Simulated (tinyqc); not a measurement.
MP2 on RHF in the sto-6g basis, for H6, spin multiplicity 1, step by step. One step of it, computed by the program tinyqc.

Problem. Orthogonalisation. S = U s U^T; symmetric (Loewdin) form X = U s^(-1/2) U^T, so that X^T S X = 1.

overlap S:
```
          1H 1s     2H 1s     3H 1s     4H 1s     5H 1s     6H 1s
1H 1s  1.000000  0.456005  0.061039  0.008942  0.000588  0.000050
2H 1s  0.456005  1.000000  0.322324  0.061039  0.005357  0.000588
3H 1s  0.061039  0.322324  1.000000  0.456005  0.061039  0.008942
4H 1s  0.008942  0.061039  0.456005  1.000000  0.322324  0.061039
5H 1s  0.000588  0.005357  0.061039  0.322324  1.000000  0.456005
6H 1s  0.000050  0.000588  0.008942  0.061039  0.456005  1.000000
```

Give: eigenvalues of S; X.

Solution.

eigenvalues of S: 0.370  0.489  0.663  1.173  1.505  1.799

X:
```
        1H 1s   2H 1s   3H 1s   4H 1s   5H 1s   6H 1s
1H 1s   1.095  -0.275   0.037  -0.008   0.001   0.000
2H 1s  -0.275   1.147  -0.205   0.039  -0.006   0.001
3H 1s   0.037  -0.205   1.150  -0.288   0.039  -0.008
4H 1s  -0.008   0.039  -0.288   1.150  -0.205   0.037
5H 1s   0.001  -0.006   0.039  -0.205   1.147  -0.275
6H 1s   0.000   0.001  -0.008   0.037  -0.275   1.095
```
